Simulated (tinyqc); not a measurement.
## MOSFET in the linear regime without short-channel effects, parameter extraction from computed curves: extraction methods against the drawn gate length

Inversion charge Q = Cox n Vt W0(exp((Vg - VT)/(n Vt))), W0 the Lambert function and n = nf; u = Q/Cox; mobility mu = mu0/(1 + th1 u + th2 u^2); channel resistance Rch = (L - dL)/(W mu Q); Id = Vd/(Rch + Rsd/W). Cox = eps0 eox/tox. Small Vd, no channel-length or drain effects.

From the continuous curve Id(Vg): tangent at peak gm (V_ext = Vg - Id/gm); constant current Id = 0.1 uA W/L; peak of d2Id/dVg2; Y = Id/sqrt(gm) drawn through Vg = VT + 0.6 and VT + 0.8 V, with intercept VT_Y and slope s. Mobilities gm,max L/(W Cox Vd) and s^2 L/(W Cox Vd) with the drawn L. Last column: share of Rsd/W in the total resistance at VT + 0.8 V.

Parameters, values chosen for the exercise; channel values of the order met in silicon transistors:
- T = 400 K (temperature)
- eox = 25.5 (relative permittivity of the gate insulator (close to zirconium oxide))
- tox = 17 nm (insulator thickness)
- mu0 = 490 cm^2/(V s) (low-field mobility)
- th1 = 0.05 1/V (first mobility attenuation factor)
- th2 = 0 1/V^2 (second mobility attenuation factor)
- VT = 0.67 V (threshold voltage)
- nf = 1.46 (body factor)
- W = 10 um (gate width)
- dL = 0.004 um (drawn less effective length)
- Rsd = 250 ohm um (source plus drain resistance)
- Vd = 0.025 V (drain voltage)

Constants: q = 1.602176634e-19 C, kB = 1.380649e-23 J/K, Vt = kB T/q, eps0 = 8.8541878128e-14 F/cm where lengths are in cm. Results are converted to the units shown.

Result of one run:

| V_ext (V) | constant current (V) | second derivative (V) | VT_Y (V) | mobility from gm (cm^2/(V s)) | mobility from Y (cm^2/(V s)) | series share (%) |
|---|---|---|---|---|---|---|
| 0.691 | 0.570 | 0.657 | 0.715 | 379 | 416 | 8.10 |

Which drawn gate length L gave this result: 0.03, 0.062, 1.2, 2.4 or 5 um?

L = 1.2 um.

The whole series:

| L (um) | V_ext (V) | constant current (V) | second derivative (V) | VT_Y (V) | mobility from gm (cm^2/(V s)) | mobility from Y (cm^2/(V s)) | series share (%) |
|---|---|---|---|---|---|---|---|
| 0.03 | 0.588 | 0.564 | 0.613 | 0.715 | 163 | 479 | 80.2 |
| 0.062 | 0.613 | 0.568 | 0.631 | 0.715 | 213 | 443 | 64.5 |
| 0.13 | 0.636 | 0.569 | 0.643 | 0.715 | 264 | 428 | 45.6 |
| 0.27 | 0.656 | 0.570 | 0.650 | 0.715 | 310 | 421 | 28.4 |
| 0.56 | 0.675 | 0.570 | 0.655 | 0.715 | 349 | 418 | 15.9 |
| 1.2 | 0.691 | 0.570 | 0.657 | 0.715 | 379 | 416 | 8.10 |
| 2.4 | 0.703 | 0.570 | 0.658 | 0.715 | 398 | 415 | 4.21 |
| 5 | 0.713 | 0.570 | 0.659 | 0.715 | 411 | 415 | 2.07 |

The model has VT = 0.67 V and mu0 = 490 cm^2/(V s). Over the table the extracted thresholds move by 130 mV (tangent), 6.1 mV (constant current), 46 mV (second derivative), under 0.5 mV (Y function). The mobility from gm rises from 163 to 411 and that from Y falls from 479 to 415 cm^2/(V s).

tinyqc, about 0.01 s, one thread, Intel Xeon 2.30GHz (shared host): `OMP_NUM_THREADS=1 python tinyqc.py 2210093 2210094 out.jsonl`
